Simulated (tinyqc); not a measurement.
Worked calculation: surface segregation during layer-by-layer epitaxy: two-layer exchange kinetics and the shape of quantum wells and delta layers. Computed by tinyqc, a small Python program that keeps every step. Command: `OMP_NUM_THREADS=1 python tinyqc.py 3018192 3018193 out.jsonl mbeseg walk`. One thread of a shared host (Intel(R) Xeon(R) Processor @ 2.30GHz), about 0.02 s of CPU time with the checks. Intermediate numbers are printed to about 7 digits and carried at full precision; extremes and crossings named in words are read from the listed rows.

Atoms A and B exchange only between the growing layer and the one below it. B is supplied for N layers, then pure A follows.

Inputs (values chosen for the exercise, close to those used for germanium in silicon):
```
quantity                                   value      unit
barrier E1 for B to move up                 1.66        eV
segregation energy E_s                      0.26        eV
attempt frequency nu                          10       THz
growth rate G                               0.77  layers/s
share x0 of B in the flux during the well   0.16         -
layers in the well N                           2         -
layer thickness                             1.36  angstrom
temperature T                                430         C
```

Constants: k_B = 8.617333262e-05 eV/K.

## Exchange rates

p1 = nu exp(-E1/(k_B T)) (B up, A down), p2 = nu exp(-(E1 + E_s)/(k_B T)) (B down); time per layer tau = 1/G; K = p1/p2. Temperatures in kelvin are T(C) + 273.15. Dilute equilibrium share passed up per layer R_eq = K/(1 + K).

p1 = 12.64931 1/s

p2 = 0.1731949 1/s

p1 tau = 16.42767

K = 73.03512

R_eq = 0.9864929

Exchange is fast against growth: the two layers are near equilibrium.

## The second layer

Each layer is deposited complete with B share x_dep and then exchanges for the time tau = 1/G with the layer below, whose share is b (total c = s + b fixed): ds/dt = p1 b (1 - s) - p2 s (1 - b), s(0) = x_dep. With the roots s1 < s2 of the right side, (s - s1)/(s - s2) = [(s(0) - s1)/(s(0) - s2)] exp(-(p1 - p2)(s2 - s1) tau). The lower layer is then buried with c - s, and s becomes the b of the next layer. Layer 1 is deposited on pure A with share x0; with nothing to lift from below, take b = 0 and s(0) = x0 for it. Then layer 2 has x_dep = x0.

share in layer 1 after its exchange = 0.1574479

root s1 for layer 2 = 0.3112971

root s2 for layer 2 = 1.033915

share in layer 2 after its exchange = 0.3112961

share buried in layer 1 = 0.006151833

## Buried profile

In the dilute tail each layer passes up the share R = R_eq (1 - exp(-(p1 + p2) tau)); decay length = -layer thickness/ln R. Index 0 is the last layer of pure A below the well. Share of B outside the intended layers 1..N = 1 - (sum over 1..N)/(N x0).

Share of B:
```
layer  intended       buried
0          0.00  0.002552103
1          0.16  0.006151833
2          0.16  0.005983270
3          0.00  0.005821246
4          0.00  0.005666070
5          0.00  0.005517308
6          0.00  0.005374563
7          0.00  0.005237472
8          0.00  0.005105702
12         0.00  0.004626039
17         0.00  0.004115520
27         0.00  0.003312106
```

share passed up R = 0.9864928

decay length = 100.0058 angstrom

peak share (largest buried share) = 0.006151833

share of B outside the well = 0.9620778

The peak reaches 4 % of x0. B is missing at the lower interface and trails into the cap. Caution: two-layer exchange with complete layers is a simplification that can understate segregation at low temperature; desorption, step-edge exchange and surfactants are left out.

## Kinetic against equilibrium segregation over temperature

R_eq = K/(1 + K).

Segregation:
```
T (C)        p1 tau       R_eq          R  decay length (angstrom)  peak share
310    5.851021e-02  0.9943696  0.0568221                   0.4742   0.1581134
350    4.876624e-01  0.9921691  0.3852581                   1.4258   0.1328323
390    3.147127e+00  0.9895408  0.9484062                  25.6738   0.0266494
430    1.642767e+01  0.9864929  0.9864928                 100.0058   0.0061518
470    7.177637e+01  0.9830431  0.9830431                  79.5216   0.0076596
510    2.697544e+02  0.9792169  0.9792169                  64.7555   0.0093054
550    8.914027e+02  0.9750448  0.9750448                  53.8148   0.0110682
590    2.636736e+03  0.9705606  0.9705606                  45.5132   0.0129272
```

The decay length peaks at 430 C among these rows: below, exchange is too slow; above, equilibrium rules and K = exp(E_s/(k_B T)) falls. p1 tau passes 1 between 350 and 390 C, below which sharp interfaces can be grown. Caution: decay lengths below one layer thickness are only formal.

Checks made by the program: closed form against integration of the exchange equation (relative difference below 1e-10); conservation of B (relative difference below 1e-10).
